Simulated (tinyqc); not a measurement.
# n-type polysilicon, carrier trapping at grain boundaries: effect of the temperature

One-dimensional grains of size Lg, uniform ionised doping N, monovalent traps Qt at each boundary at a depth Et below (for electrons) or above (for holes) the band edge there, abrupt depletion of width W on each side of a boundary, Boltzmann statistics. xi is the distance from the band edge at the grain centre to the Fermi level. Trapped charge Qt/(1 + exp((xi + VB - Et)/Vt)) = 2 N W, barrier VB = q N W^2/(2 eps0 eps_r).

NB is given at 300 K and scales as (T/300 K)^1.5. If the trap equation with xi = Vt ln(NB/N) has a root W < Lg/2, the grain is partly depleted; otherwise W = Lg/2 and the trap equation gives xi = Et - VB + Vt ln(Qt/(N Lg) - 1). N* = Qt/Lg. n0 = NB exp(-xi/Vt); mean density n0 (1 - 2 W/Lg) by charge balance in a partly depleted grain, and n0 (sqrt(pi)/2) erf(u)/u with u = sqrt(VB/Vt) in a fully depleted one; v = sqrt(kB T/(2 pi ms m0)); barrier resistivity Vt exp(VB/Vt)/(q fe n0 v Lg); grain resistivity (1 - 2 W/Lg)/(q n0 mug); effective mobility 1/(q mean density total resistivity). Rows with xi above 0.45 V, towards mid-gap, are left out, since the other carrier type is ignored.

Inputs (values chosen for the exercise); values of the order met in polycrystalline silicon:

| symbol | value | unit | meaning |
|---|---|---|---|
| eps_r | 11.7 |  | relative permittivity |
| NB | 2.8e19 | cm^-3 | conduction-band density of states at the reference temperature |
| Lg | 40 | nm | grain size |
| Qt | 5.1e11 | cm^-2 | trap density of a grain boundary |
| Et | 0.42 | eV | depth of the trap level from the majority band edge at the boundary |
| ms | 0.35 | m0 | mass for thermionic emission |
| fe | 1 |  | correction factor of the emission rate |
| N | 5.7e16 | cm^-3 | doping |

Constants: q = 1.602176634e-19 C, kB = 1.380649e-23 J/K, m0 = 9.1093837015e-31 kg, Vt = kB T/q, eps0 = 8.8541878128e-14 F/cm where lengths are in cm. Results are converted to the units shown.

The same in every row: N/N* = 0.4471; depleted share 2 W/Lg = 1.000; VB (V) = 0.01763.

Results:
```
T (K)	xi (V)	mean density (cm^-3)	resistivity (ohm cm)	effective mobility (cm^2/(V s))
200	0.4060	6.640e8	2.253e7	417.2
240	0.4068	4.466e10	3.233e5	432.2
280	0.4075	9.367e11	1.523e4	437.4
320	0.4082	9.437e12	1513	437.1
400	0.4097	2.532e14	57.54	428.4
440	0.4104	8.557e14	17.28	422.1
```

Estimate the missing row, T = 360 K.

Computed row:
```
T (K)	xi (V)	mean density (cm^-3)	resistivity (ohm cm)	effective mobility (cm^2/(V s))
360	0.4090	5.813e13	247.6	433.7
```

With this row back in the table: As T goes from 200 to 440, VB stays at 0.0176 V, the resistivity falls from 2.25e7 to 17.3 ohm cm and the effective mobility goes from 417 through a maximum of 437 (at T = 280 among the rows listed) to 422 cm^2/(V s). The activation energy kB ln(rho1/rho2)/(1/T1 - 1/T2) is 0.439 eV between the first two rows and 0.456 eV between the last two; mug is held fixed. For T = 240, 280, 320, 360, 400, 440 VB is below Vt, where abrupt depletion and thermionic emission are rough. In every row the effective mobility exceeds mug, since drift through the depleted part of the grain is left out.

Computed by the program tinyqc: `OMP_NUM_THREADS=1 python tinyqc.py 2830039 2830040 out.jsonl`, one thread of a shared Intel Xeon 2.30GHz, about 0.01 s for the whole run.
